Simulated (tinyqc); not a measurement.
Electron continuity equation in a given potential, Scharfetter-Gummel discretisation: two steps of the calculation.

Steady state in one dimension: J = q mu n E + q D dn/dx with E = -dpsi/dx and D = mu Vt, dJ/dx = q (n/tau - G), fixed densities nL and nR at the ends. The potential is given, psi = U (x/L)^2, and is not changed by the electrons.

Parameters, values chosen for the exercise; mobility that of a made-up semiconductor: temperature T = 250 K; electron mobility mu = 1130 cm^2/(V s); length of the region L = 8.4 um; density at x = 0 nL = 1.1e15 cm^-3; density at x = L nR = 2.4e14 cm^-3; lifetime tau = 4.9e-9 s; uniform generation rate G = 0 cm^-3 s^-1.

Constants: q = 1.602176634e-19 C, kB = 1.380649e-23 J/K, Vt = kB T/q. Results are converted to the units shown.

Problem 1. Bernoulli factors. d_i = (psi_(i+1) - psi_i)/Vt; B(d) = d/(exp(d) - 1), B(0) = 1. The flux on interval i is J_i = (q D/h) [n_(i+1) B(d_i) - n_i B(-d_i)].

| node | psi (V) |
|---|---|
| 0 | 0.00000000 |
| 1 | 0.00312500 |
| 2 | 0.01250000 |
| 3 | 0.02812500 |
| 4 | 0.05000000 |
| 5 | 0.07812500 |
| 6 | 0.11250000 |
| 7 | 0.15312500 |
| 8 | 0.20000000 |

Find: d_i; B(d_i); B(-d_i).

Solution 1.

| interval | d_i | B(d_i) | B(-d_i) |
|---|---|---|---|
| 0 | 0.1451 | 0.92922 | 1.0743 |
| 1 | 0.4352 | 0.79815 | 1.2333 |
| 2 | 0.7253 | 0.68082 | 1.4061 |
| 3 | 1.0154 | 0.57678 | 1.5922 |
| 4 | 1.3055 | 0.48540 | 1.7909 |
| 5 | 1.5956 | 0.40587 | 2.0015 |
| 6 | 1.8857 | 0.33727 | 2.2230 |
| 7 | 2.1758 | 0.27861 | 2.4545 |

The largest |d_i| is 2.18, above 2, where central differences lose the sign pattern that keeps densities positive.

Problem 2. Tridiagonal system for the inner nodes. Row i (1 to 7): B(-d_(i-1)) n_(i-1) + b_i n_i + B(d_i) n_(i+1) = f_i with b_i = -B(-d_i) - B(d_(i-1)) - h^2/(D tau) and f_i = -G h^2/D; the known end values are moved to the right: f_1 loses B(-d_0) nL and f_7 loses B(d_7) nR. h = L/8, D = mu Vt.

| interval | B(d_i) | B(-d_i) |
|---|---|---|
| 0 | 0.92922460 | 1.0742811 |
| 1 | 0.79814674 | 1.2333162 |
| 2 | 0.68081545 | 1.4060978 |
| 3 | 0.57678023 | 1.5921756 |
| 4 | 0.48539774 | 1.7909060 |
| 5 | 0.40586677 | 2.0014880 |
| 6 | 0.33726873 | 2.2230029 |
| 7 | 0.27861025 | 2.4544574 |

Give: diagonal b; right side f.

Solution 2.

| node | diagonal b | right side f (cm^-3) |
|---|---|---|
| 1 | -2.2550 | -1.1817e15 |
| 2 | -2.2967 | 0 |
| 3 | -2.3654 | 0 |
| 4 | -2.4601 | 0 |
| 5 | -2.5793 | 0 |
| 6 | -2.7213 | 0 |
| 7 | -2.8842 | -6.6866e13 |

Program tinyqc, `OMP_NUM_THREADS=1 python tinyqc.py 2220128 2220129 out.jsonl`; Intel Xeon 2.30GHz, shared host, one thread, about 0.01 s.
